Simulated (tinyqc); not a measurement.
Quaternary alloy A(x)B(1-x)C(y)D(1-y) matched to a substrate, step by step. Values are carried at full precision from step to step, so a last printed digit may differ when a step is redone from the rounded ones.

Matching a(x,y) = a_s gives x = (a_s - y a_BC - (1 - y) a_BD)/(y (a_AC - a_BC) + (1 - y)(a_AD - a_BD)).
Constants: hc = 1239.841984 eV nm.

Parameters, chosen for this exercise (AC, AD, BC, BD near GaAs, GaP, InAs and InP; substrate near InP; the results hold for these values, not for the real material):
```
symbol  value                         unit      meaning
a       (5.65, 5.453, 6.05, 5.876)    angstrom  lattice constants of AC, AD, BC, BD
a_s     5.876                         angstrom  substrate
y       0.62                                    fraction of C
Eg      (1.512, 2.912, 0.412, 1.428)  eV        gaps at Gamma of AC, AD, BC, BD
Cb      (0.427, 0.702, 0.213, 0.103)  eV        bowing of ABC, ABD, ACD, BCD
dx      0.024                                   error of x in growth
```

## The matched composition

Give numerator, denominator and x.

numerator = -0.10788 angstrom
denominator = -0.40874 angstrom
x = 0.2639

## The gap by rule 1

Q(x,y) = x y Q_AC + x (1 - y) Q_AD + (1 - x) y Q_BC + (1 - x)(1 - y) Q_BD for the lattice constant. Gap, rule 1: Q(x,y) - x (1 - x)[y C_ABC + (1 - y) C_ABD] - y (1 - y)[x C_ACD + (1 - x) C_BCD]. Rule 2 (mean of ternaries): {x (1 - x)[y T_ABC(x) + (1 - y) T_ABD(x)] + y (1 - y)[x T_ACD(y) + (1 - x) T_BCD(y)]}/{x (1 - x) + y (1 - y)}, T_ABC(x) = x E_AC + (1 - x) E_BC - C_ABC x (1 - x), T_ACD(y) = y E_AC + (1 - y) E_AD - C_ACD y (1 - y), and alike. Only the Gamma valley is followed.

Give the four weights, the bilinear part, the two bowing terms, the gap and hc/gap.

weights of AC, AD, BC, BD: [0.1636, 0.1003, 0.4564, 0.2797]

bilinear part = 1.1269 eV

bowing terms (eV): [0.1033, 0.0311]

gap = 0.9926 eV
wavelength = 1249 nm

## The gap by rule 2

Give the four ternary gaps and their weighted mean.

T_ABC, T_ABD, T_ACD, T_BCD (eV): [0.6194, 1.6833, 1.9938, 0.7738]

gap = 1.0632 eV

Rule 2 lies 71 meV above rule 1: it averages the two bowing terms where rule 1 adds them. Both agree on the ternary edges.

## An error in composition

Replace x by x + dx; mismatch (a_s - a)/a and change of the relaxed gap by rule 1.

a = 5.8662 angstrom
mismatch = 0.167 %
change of the gap = 23.6 meV

The layer would be under tension; the strain shift of the gap is not included.

## Checks

- Lattice constant at the matched composition against a_s (angstrom): both 5.8760.
- Rule 2 as a mean of ternaries against its form with averaged bowing (eV): both 1.0632.

(tinyqc, `OMP_NUM_THREADS=1 python tinyqc.py 1080924 1080925 out.jsonl`, Intel(R) Xeon(R) Processor @ 2.30GHz, 1 thread, shared host, about 0.01 s.)
